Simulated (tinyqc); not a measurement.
Inversion layer as a triangular well, valleys of the Si type: one step. Valley masses on the (100) face. Three cases, with inputs chosen for the exercise.

Question. Group the valleys by their angle to the normal, heaviest m_z first.

Six ellipsoidal valleys with their long axes along the cube axes, mass ml along the axis and mt across it. For a valley whose axis makes the angle theta with the surface normal, 1/m_z = cos^2(theta)/ml + sin^2(theta)/mt sets the confinement; in the plane the masses are m_1 = mt and m_2 = ml mt/m_z, and m_d = sqrt(m_1 m_2).

Give: Valleys (masses in m0).

Case 1.

Values chosen (out of a larger set: near those of Si; not measured data):
- ml = 0.902 m0 (longitudinal mass)
- mt = 0.187 m0 (transverse mass)
- face = 100 (surface)

Answer.

Valleys (masses in m0):

| valleys g | cos^2(theta) | m_z | m_1 | m_2 | m_d |
|---|---|---|---|---|---|
| 2 | 1.0000 | 0.9020 | 0.1870 | 0.1870 | 0.1870 |
| 4 | 0.0000 | 0.1870 | 0.1870 | 0.9020 | 0.4107 |

Case 2.

Values chosen (out of a larger set: near those of Si; not measured data):
- ml = 0.921 m0 (longitudinal mass)
- mt = 0.19 m0 (transverse mass)
- face = 100 (surface)

Answer.

Valleys (masses in m0):

| valleys g | cos^2(theta) | m_z | m_1 | m_2 | m_d |
|---|---|---|---|---|---|
| 2 | 1.0000 | 0.9210 | 0.1900 | 0.1900 | 0.1900 |
| 4 | 0.0000 | 0.1900 | 0.1900 | 0.9210 | 0.4183 |

Case 3.

Values chosen (out of a larger set: near those of Si; not measured data):
- ml = 0.933 m0 (longitudinal mass)
- mt = 0.188 m0 (transverse mass)
- face = 100 (surface)

Answer.

Valleys (masses in m0):

| valleys g | cos^2(theta) | m_z | m_1 | m_2 | m_d |
|---|---|---|---|---|---|
| 2 | 1.0000 | 0.9330 | 0.1880 | 0.1880 | 0.1880 |
| 4 | 0.0000 | 0.1880 | 0.1880 | 0.9330 | 0.4188 |

The 2 valleys with the heaviest m_z will give the lowest ladder of subbands.

Computed by tinyqc, one run a case: `OMP_NUM_THREADS=1 python tinyqc.py N N+1 out.jsonl` with N = 1281519, 1282360, 1282385; one thread of a shared Intel(R) Xeon(R) Processor @ 2.30GHz, about 0.05 s a run at most.
